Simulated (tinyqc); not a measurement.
Length of a molecular wire: coherent transport through a tight-binding bridge. Computed by the program tinyqc. T = Gamma_L Gamma_R |G_1n|^2 with the self-energies of semi-infinite chains.

A uniform bridge between two chains:
```
parameter,value
site energy (eV),0.940000
hopping in the bridge (eV),1.340000
lead hopping (eV),2.240000
couplings (eV),"0.33, 0.82"
E (eV),0.450000
```

Transmission against length:
```
sites,T,ln T
2,4.2514e-02,-3.1579
3,5.8369e-02,-2.8410
4,8.0713e-02,-2.5169
5,3.6192e-02,-3.3189
6,2.5448e-01,-1.3685
8,3.9756e-01,-0.9224
9,3.3036e-02,-3.4101
10,1.1264e-01,-2.1836
```

Estimate the missing row, sites = 7.

Computed row:
```
sites           T     ln T
7      3.0376e-02  -3.4941
```

E lies inside the band of the bridge (|E - e|/2h = 0.183 < 1): T does not decay but oscillates with length, between 0.030 and 0.398 here, as levels of the bridge pass E.
